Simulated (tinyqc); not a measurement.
# Absorption coefficient and reflectance from two thicknesses

Question. With transparent contact layers the responsivity is (1 - Rf)(1 - exp(-al wi)) q lam/(h c). The second absorber is twice as thick as the first. Find al and Rf.

Parameters, values chosen for the exercise: wavelength lam = 1550 nm.

Constants: q = 1.602176634e-19 C, h = 6.62607015e-34 J s, c = 299792458 m/s. Results are converted to the units shown.

responsivity for wi = 3.6 and 7.2 um (A/W): [0.51033870, 0.80138275]

Answer. The ratio of the responsivities is 1 + exp(-al w1), which gives al; either value then gives 1 - Rf.

al = 1560 1/cm
Rf = 0.05000

Program tinyqc, `OMP_NUM_THREADS=1 python tinyqc.py 2250134 2250135 out.jsonl`; Intel Xeon 2.30GHz, shared host, one thread, about 0.01 s.
